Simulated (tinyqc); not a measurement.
Internal loss and injection efficiency from two cavity lengths.

Question. The differential efficiency of both facets obeys 1/eta_d = (1/eta)[1 + 2 ai Lc/ln(1/(R1 R2))]. Find eta and ai.

Inputs (values chosen for the exercise): front reflectance R1 = 0.1; back reflectance R2 = 0.95.

differential efficiency at Lc = 2000 and 5000 um: 0.21370211  0.098982630

Solution. 1/eta_d is linear in Lc: the intercept is 1/eta, and slope over intercept is 2 ai/ln(1/(R1 R2)).

eta = 0.9400
ai = 20.00 1/cm

Computed by the program tinyqc: `OMP_NUM_THREADS=1 python tinyqc.py 2840016 2840017 out.jsonl`, one thread of a shared Intel Xeon 2.30GHz, about 0.01 s for the whole run.
